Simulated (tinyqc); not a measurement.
Stepped quantum well by finite differences: one step. The tridiagonal Hamiltonian. Two cases, with inputs chosen for the exercise.

Problem. Form the diagonal and the neighbouring elements; V in the grid already includes the field.

Finite differences on points z_i at the centres of cells of width h: H_ii = (c/h^2)(1/m_(i-1/2) + 1/m_(i+1/2)) + V_i, H_(i,i+1) = -(c/h^2)/m_(i+1/2), where m_(i+1/2) is the mean of the masses at the two points (the end values are repeated outwards), psi = 0 on the points beyond both ends, c = hbar^2/2m0. The field adds e F (z - z0) with z0 the middle of the structure; 1 kV/cm = 1e-5 eV/angstrom.

Constants: hbar^2/2m0 = 3.80998211 eV angstrom^2.

Case 1.

Values chosen (out of a larger set: near those of a strained Si well in SiGe; not measured data): h = 4 angstrom (cell width of the coarse grid).

Grid:
```
i   z (angstrom)    V (eV)    m (m0)
1          2.000  0.183000  0.938000
2          6.000  0.183000  0.938000
3         10.000  0.183000  0.938000
4         14.000  0.000000  0.928000
5         18.000  0.000000  0.928000
6         22.000  0.070000  0.931800
7         26.000  0.070000  0.931800
8         30.000  0.070000  0.931800
9         34.000  0.070000  0.931800
10        38.000  0.183000  0.938000
11        42.000  0.183000  0.938000
12        46.000  0.183000  0.938000
```

Case 2.

Values chosen (out of a larger set: near those of a strained Si well in SiGe; not measured data): h = 5 angstrom (cell width of the coarse grid).

Grid:
```
i   z (angstrom)     V (eV)    m (m0)
1          2.500   0.170600  0.933000
2          7.500   0.173000  0.933000
3         12.500   0.175400  0.933000
4         17.500   0.177800  0.933000
5         22.500  -0.004800  0.889000
6         27.500  -0.002400  0.889000
7         32.500   0.104000  0.913600
8         37.500   0.106400  0.913600
9         42.500   0.108800  0.913600
10        47.500   0.192200  0.933000
11        52.500   0.194600  0.933000
12        57.500   0.197000  0.933000
13        62.500   0.199400  0.933000
```

Give: diagonal H_ii; H_(i,i+1).

Solution.

Case 1.

diagonal H_ii (eV): 0.6907  0.6907  0.6921  0.5118  0.5127  0.5816  0.5811  0.5811  0.5803  0.6916  0.6907  0.6907

H_(i,i+1) (eV): -0.2539  -0.2539  -0.2552  -0.2566  -0.2561  -0.2556  -0.2556  -0.2556  -0.2547  -0.2539  -0.2539

Case 2.

diagonal H_ii (eV): 0.4973  0.4997  0.5021  0.5084  0.3339  0.3381  0.4399  0.4400  0.4407  0.5206  0.5213  0.5237  0.5261

H_(i,i+1) (eV): -0.1633  -0.1633  -0.1633  -0.1673  -0.1714  -0.1691  -0.1668  -0.1668  -0.1651  -0.1633  -0.1633  -0.1633

Computed by tinyqc, one run a case: `OMP_NUM_THREADS=1 python tinyqc.py N N+1 out.jsonl` with N = 1281525, 1282591; one thread of a shared Intel(R) Xeon(R) Processor @ 2.30GHz, about 0.02 s a run at most.
